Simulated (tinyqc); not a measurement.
Undoped symmetric double-gate MOSFET, analytic potential model: two steps of the calculation.

An undoped body of thickness ts between two equal insulators and tied gates; long channel, electrons only, n = ni exp((psi - V)/Vt) with V the quasi-Fermi potential (0 at the source, Vd at the drain), constant mobility, no quantisation. Across the body psi(x) = V - 2 Vt ln[(ts/(2 beta)) sqrt(q ni/(2 eps0 eps_r Vt)) cos(2 beta x/ts)], x from the centre. Q is the electron charge per area of the whole body.

Inputs (values chosen for the exercise); material values close to those of silicon:
```
symbol  value  unit                                     meaning
T         325     K                                 temperature
eps_r    11.9        relative permittivity of the semiconductor
ts         10    nm                              body thickness
Vg       0.52     V                                gate voltage
```

Constants: q = 1.602176634e-19 C, kB = 1.380649e-23 J/K, Vt = kB T/q, eps0 = 8.8541878128e-14 F/cm where lengths are in cm. Results are converted to the units shown.

Problem 1. beta at the source by Newton steps in z = ln(tan beta). With V = 0, t = exp(z), beta = arctan(t): f = ln(beta) + (1/2) ln(1 + t^2) + 2 r beta t - (Vg - V0)/(2 Vt); with c = t/(1 + t^2), df/dz = c/beta + t c + 2 r t (c + beta); z(new) = z - f/(df/dz).

z at the start = 0
r = 0.43857494
V0 = 0.70000163 V

Give: beta; f; df/dz; z after iteration 1.

Solution 1.

beta = 0.7854
f = 4.008
df/dz = 2.264
z after iteration 1 = -1.770

Problem 2. Potential and electron density across the body at the source. psi(x) as above with V = 0 and beta = beta_s; n = ni exp(psi/Vt).

| point | x/ts |
|---|---|
| 0 | 0 |
| 1 | 0.1 |
| 2 | 0.2 |
| 3 | 0.3 |
| 4 | 0.4 |
| 5 | 0.45 |
| 6 | 0.5 |

beta_s = 0.040122987
ni = 5.3081309e10 cm^-3

Give: psi; n.

Solution 2.

| point | psi (V) | n (cm^-3) |
|---|---|---|
| 0 | 0.29988 | 2.3720e15 |
| 1 | 0.29988 | 2.3722e15 |
| 2 | 0.29988 | 2.3726e15 |
| 3 | 0.29989 | 2.3734e15 |
| 4 | 0.29990 | 2.3745e15 |
| 5 | 0.29991 | 2.3751e15 |
| 6 | 0.29992 | 2.3758e15 |

The density at the surface is 1.00 times that at the centre (1/cos^2 beta).

Program tinyqc, `OMP_NUM_THREADS=1 python tinyqc.py 2440115 2440116 out.jsonl`; Intel Xeon 2.30GHz, shared host, one thread, about 0.02 s.
